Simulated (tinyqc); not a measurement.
Capacitance measurement on a leaky thin oxide: effects of series resistance and leakage: one step of the calculation.

The device is a capacitance C in parallel with a leakage conductance G, in series with Rs and Ls. An impedance meter reports either a parallel pair (Cp, Gp) from Y = 1/Z = Gp + i w Cp or a series pair (Cs, Rm) from Z = Rm + 1/(i w Cs); w = 2 pi f, dissipation D = Gp/(w |Cp|).

Problem. True capacitance and conductance. EOT = 3.9 tox/eox; CET = EOT + zc + zp; C = 3.9 eps0 A/CET; G = Jg A/Vs.

Parameters, values chosen for the exercise; values of the order met in thin-oxide MOS capacitors: relative permittivity of the gate insulator (close to silicon dioxide) eox = 3.9; insulator thickness tox = 2 nm; gate area A = 2500 um^2; oxide-equivalent thickness added by the accumulation layer zc = 0.44 nm; oxide-equivalent thickness added by gate depletion zp = 0 nm; gate leakage current density, not matched to the thickness Jg = 0.012 A/cm^2; voltage for an e-fold rise of the leakage Vs = 0.42 V.

Constants: eps0 = 8.8541878128e-14 F/cm where lengths are in cm. Results are converted to the units shown.

Give: EOT; CET; C; G.

Solution.

EOT = 2.0000 nm
CET = 2.4400 nm
C = 35.380 pF
G = 0.71429 uS

tinyqc, about 0.01 s, one thread, Intel Xeon 2.30GHz (shared host): `OMP_NUM_THREADS=1 python tinyqc.py 2022137 2022138 out.jsonl`
